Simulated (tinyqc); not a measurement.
# Band bending at a free surface with one surface level, surface photovoltage and Kelvin probe: what changes with what

n-type bulk, xi = Ec - EF = Vt ln(Nc/Nd), p0 = ni^2/Nd, ni = sqrt(Nc Nv) exp(-Eg/(2 Vt)), Eg in volts. b is the upward band bending, u = b/Vt. Space charge per area, in units of q: Qc = sign(b) sqrt((2 eps0 eps_r Vt/q) [(Nd + dn)(exp(-u) - 1) + Nd u + (p0 + dn)(exp(u) - 1)]), with dn the excess density under light (flat quasi-Fermi levels; 0 in the dark). The level holds -Ns f, f = 1/(1 + exp((xi + b - Es)/Vt)). Neutrality: Qc + Qf + (charge of the states) = 0.

Values chosen for this exercise; band and dielectric values those of a made-up semiconductor:
```
symbol,value,unit,meaning
T,350,K,temperature
Eg,3.3,eV,band gap
eps_r,9.98,,relative permittivity
Nc,2.7e19,cm^-3,conduction-band density of states at T
Nv,3.92e19,cm^-3,valence-band density of states at T
chi,4,eV,electron affinity
Nd,2.9e16,cm^-3,donor density
Qf,0,cm^-2,fixed positive charge at the surface
pt,5.27,eV,work function of the probe tip
Ns,2.7e12,cm^-2,density of an acceptor-like surface level
Es,0.99,eV,its depth below the conduction edge
```

Constants: q = 1.602176634e-19 C, kB = 1.380649e-23 J/K, Vt = kB T/q, eps0 = 8.8541878128e-14 F/cm where lengths are in cm. Results are converted to the units shown.

Each table varies one quantity; the others keep the values above.

## Kelvin-probe contrast of the doping

Work function chi + xi + b; contact potential difference CPD = (work function of the sample) - pt. b solves the neutrality condition in the dark.

Results:
```
Nd (cm^-3),xi (eV),b (V),CPD (mV)
1.1e14,0.3743,0.7515,-144.2
3.7e14,0.3377,0.7691,-163.1
1.3e15,0.2998,0.7871,-183.0
4.6e15,0.2617,0.8047,-203.5
1.6e16,0.2241,0.8210,-224.8
2e17,0.1479,0.8426,-279.5
6.9e17,0.1106,0.8120,-347.4
2.4e18,0.07300,0.3055,-891.5
```

Estimate the missing row, Nd = 5.6e16 cm^-3.

Computed row:
```
Nd (cm^-3),xi (eV),b (V),CPD (mV)
5.6e16,0.1863,0.8350,-248.6
```

With this row back in the table: xi falls by 301 mV over the table and the CPD by 747 mV; b goes from 0.751 through a maximum of 0.843 (at Nd = 2e17 cm^-3 among the rows listed) to 0.306 V. Between the first two rows the CPD follows 51.8 % of the change of xi, and between the last two 1450 %. It is below 100 % where b rises with the doping (pinning hides it). It exceeds 100 % where b falls as the doping rises.

## Photovoltage against injection

Same model as above.

Under chopped light the surface charge keeps its dark value, so b falls to bL with Qc(bL, dn) = Qc(b, 0); the photovoltage is b - bL.

Photovoltage against injection:
```
dn (cm^-3),bL (V),photovoltage (mV),share of b removed (%)
2.9e7,0.67419,153.93,18.588
3.8e8,0.60745,220.66,26.646
4.9e9,0.53853,289.58,34.969
6.3e10,0.46807,360.04,43.477
8.1e11,0.39651,431.60,52.118
1e13,0.32532,502.80,60.716
1.3e14,0.25207,576.04,69.561
1.7e15,0.17831,649.80,78.468
2.2e16,0.10591,722.21,87.211
2.9e17,0.044311,783.80,94.649
```

What does the comparison show?

The photovoltage rises from 154 to 784 mV, towards the full b = 828 mV. Its steepest rise is 66.1 mV a decade (Vt ln 10 = 69.4 mV), and it reaches 94.6 % of b in the last row: even strong light does not flatten the bands fully, so a saturation reading understates b. For dn = 2.9e17 the injection is high, and a Dember voltage, left out here, adds to the signal.

tinyqc, about 0.01 s, one thread, Intel Xeon 2.30GHz (shared host): `OMP_NUM_THREADS=1 python tinyqc.py 2430096 2430097 out.jsonl`
